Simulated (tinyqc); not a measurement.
What each parameter does: conduction-band anticrossing with a localised impurity level.

Host conduction band EM(k) = Eg - al x + c k^2/mM, c = hbar^2/2m0, coupled to a flat level EI by V = C sqrt(x): H = [[EM, V], [V, EI]], E+/- = (EM + EI)/2 +/- sqrt((EM - EI)^2/4 + V^2). The host weight of a state at E is f = 1/(1 + V^2/(E - EI)^2), and its mass at k = 0 is mM/f. The gap is E-(0), the valence top staying at 0.

Constants: hbar^2/2m0 = 3.80998211 eV angstrom^2.

Parameters, chosen for this exercise (host near InP; not measured data): Eg = 1.412 eV (gap at Gamma to the s-like level); mM = 0.0784 m0 (mass of the host band); EI = 1.699 eV (impurity level, from the valence top of the host); C = 2.86 eV (coupling); al = 1.05 eV (linear shift of the host edge); x = 0.025 (impurity fraction).

At k = 0.

Results for these values:

| case | E- (eV) | E+ (eV) | gap (eV) | mass (m0) |
|---|---|---|---|---|
| base | 1.0638 | 2.0209 | 1.0638 | 0.1181 |

What happens to each result for C = 3.289 eV, all else kept?

Answer: E- falls from 1.0638 to 0.9993; E+ rises from 2.0209 to 2.0855; gap falls from 1.0638 to 0.9993; mass rises from 0.1181 to 0.1217.

The same for each parameter in turn:

| case | E- (eV) | E+ (eV) | gap (eV) | mass (m0) |
|---|---|---|---|---|
| base | 1.0638 | 2.0209 | 1.0638 | 0.1181 |
| EI = 1.749 eV | 1.0801 | 2.0547 | 1.0801 | 0.1142 |
| al = 1.55 eV | 1.0555 | 2.0168 | 1.0555 | 0.1171 |
| Eg = 1.462 eV | 1.0964 | 2.0383 | 1.0964 | 0.1226 |
| C = 3.289 eV | 0.9993 | 2.0855 | 0.9993 | 0.1217 |
| x = 0.02875 | 1.0302 | 2.0506 | 1.0302 | 0.1196 |
| mM = 0.06664 m0 | 1.0638 | 2.0209 | 1.0638 | 0.1004 |

Computed by tinyqc, a small Python program: `OMP_NUM_THREADS=1 python tinyqc.py 1080978 1080979 out.jsonl` (the numbers bound the seed that draws the inputs); one thread of a shared host (Intel(R) Xeon(R) Processor @ 2.30GHz), about 0.01 s for the whole set of steps.
